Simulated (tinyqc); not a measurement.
Inside a calculation. Model: space-charge-limited current through a thin insulating or semi-insulating film with traps. Computed by tinyqc, a small Python program that keeps every step. Command: `OMP_NUM_THREADS=1 python tinyqc.py 3012122 3012123 out.jsonl sclc walk`. One thread of a shared host (Intel(R) Xeon(R) Processor @ 2.30GHz), about 0.01 s of CPU time with the checks. Intermediate numbers are printed to about 7 digits and carried at full precision; extremes and crossings named in words are read from the listed rows.

One ohmic injecting contact at x = 0 (field zero), drift only, non-degenerate free carriers.

Inputs (values chosen for the exercise, modelled on HfO2):

| quantity | value | unit |
|---|---|---|
| permittivity eps | 22 | - |
| band mobility mu | 0.05 | cm^2/(V s) |
| effective density of states N_c | 1e+20 | 1/cm^3 |
| trap density N_t | 6.7e+15 | 1/cm^3 |
| equilibrium Fermi level below the band edge, E_0 | 0.6 | eV |
| thickness d | 690 | nm |
| free density at the anode, in units of N_c | 1.4e-09 | - |
| temperature T | 300 | K |
| characteristic temperature T_c | 1200 | K |

Traps: exponential tail.

Constants: k_B = 8.617333262e-05 eV/K; e = 1.602176634e-19 C; eps_0 = 8.8541878128e-12 F/m.

## Equilibrium and landmark voltages

Free density n_0 = N_c exp(-E_0/k_B T) in equilibrium; trapped density n_t(n) = N_t (n/N_c)^(T/T_c) (the low-temperature form). theta = n/(n + n_t) at the anode density; trap-filled-limit voltage V_TFL = e (N_t - n_t(n_0)) d^2/(2 eps eps_0).

n_0 = 8.326138e+09 1/cm^3

n_t(n_0) = 2.023884e+13 1/cm^3

theta = 0.003404397

V_TFL = 1.307881 V

## One point of the curve

J = e mu n F and (eps eps_0/e) dF/dx = n - n_0 + n_t(n) - n_t(n_0) = rho(n). With F = J/(e mu n): d = (eps eps_0 J/(e^2 mu)) I_1 and V = (eps eps_0 J^2/(e^3 mu^2)) I_2, I_k = int_(n_L)^infinity dn/(n^(k+1) rho(n)), n_L the density at the anode; with u = n_L/n, 200 Gauss-Legendre points in t, u = 1 - (1 - t)^2. Anode field J/(e mu n_L); Mott-Gurney current (9/8) eps eps_0 mu V^2/d^3; ohmic current e n_0 mu V/d.

I_1 = 2.372229e-25 cm^6

I_2 = 9.934336e-37 cm^9

current density J = 1.916513e-07 A/cm^2

voltage V = 0.006912938 V

anode field over mean field V/d = 1.705649

trap-free Mott-Gurney current = 1.593940e-05 A/cm^2

ohmic current = 6.682479e-09 A/cm^2

J is 0.0120 times the trap-free law and 28.7 times the ohmic current; theta is 0.00340. The field ratio is 1 for ohmic flow, 3/2 for the square law and 2 for a uniform fixed charge; here 1.71. Caution: V is below 10 k_B T/e, where diffusion from the contact, left out here, dominates.

## The whole curve

The last column is d ln J/d ln V up to the next row.

Current against voltage:

| n_L (1/cm^3) | V (V) | J (A/cm^2) | slope |
|---|---|---|---|
| 8.70e+09 | 6.099426e-04 | 7.747179e-10 | 1.992771 |
| 4.10e+10 | 3.815001e-03 | 2.990882e-08 | 3.181538 |
| 1.90e+11 | 7.847119e-03 | 2.966925e-07 | 3.660049 |
| 8.90e+11 | 1.408425e-02 | 2.523746e-06 | 3.718210 |
| 4.20e+12 | 2.486386e-02 | 2.088472e-05 | 3.372861 |
| 1.90e+13 | 4.647458e-02 | 1.722090e-04 | 2.830401 |
| 9.10e+13 | 1.069703e-01 | 1.823041e-03 | 2.390355 |
| 4.20e+14 | 3.129564e-01 | 2.372625e-02 | 2.152734 |
| 2.00e+15 | 1.188968e+00 | 4.198940e-01 | 2.053167 |
| 9.20e+15 | 5.020488e+00 | 8.082592e+00 | 2.017615 |
| 4.30e+16 | 2.277445e+01 | 1.708135e+02 | 2.005663 |
| 2.00e+17 | 1.049031e+02 | 3.655613e+03 | - |

The slope starts at 1.99, peaks at 3.7 between 0.0141 and 0.0249 V and ends at 2.01. Rows below 0.26 V (10 k_B T/e) are formal, since diffusion from the contact rules there. Self-heating is left out, although J V exceeds 1e5 W/cm^2 at the last row. An exponential tail gives the power law T_c/T + 1 = 5.00, which this range does not fully reach.

Checks made by the program: trap-free limit against the Mott-Gurney law (relative difference 5e-08).
